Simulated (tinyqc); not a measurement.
Bias-temperature instability from a Gaussian distribution of capture and emission barriers: one step, computed by the program tinyqc.

Each trap has a capture time tau_0 exp(E_c/(k_B T)) under stress and an emission time tau_0 exp(E_e/(k_B T)) after it. E_c is Gaussian, and E_e = E_c + d with d Gaussian and independent. A trap counts as filled once t_s exceeds its capture time and as emptied once t_r exceeds its emission time.

Task: Recovery. Demarcation energies E_s = k_B T ln(t_s/tau_0), E_r = k_B T ln(t_r/tau_0); mean barrier mu = mu_c - k_F F; z = (E_s - mu)/sigma_c; Phi is the standard normal distribution. Temperatures in kelvin are T(C) + 273.15. Remaining shift dV = V_max int_(-infinity)^(E_s) g(E_c) [1 - Phi((E_r - E_c - delta)/sigma_d)] dE_c, g the Gaussian density of E_c (Gauss-Legendre, 120 points over 7 sigma_c below E_s).

Inputs (values chosen for the exercise, for a model p-channel transistor):
```
quantity,value,unit
shift with all traps filled V_max,70,mV
spread of capture barriers sigma_c,0.29,eV
"mean of E_e - E_c at the stress field, delta",-0.26,eV
"spread of E_e - E_c, sigma_d",0.17,eV
time constant tau_0,2e-09,s
temperature T,150,C
stress time t_s,3,s
recovery time t_r,0.2,s
```

mean barrier mu = 1.5987 eV

shift without recovery dV0 = 0.1501280 mV

Constants: k_B = 8.617333262e-05 eV/K.

Give: E_r; remaining shift dV; remaining share dV/dV0.

Result:

E_r = 0.67170 eV

remaining shift dV = 0.013697 mV

remaining share dV/dV0 = 0.091234

A measurement delay of t_r hides 91 % of the shift.
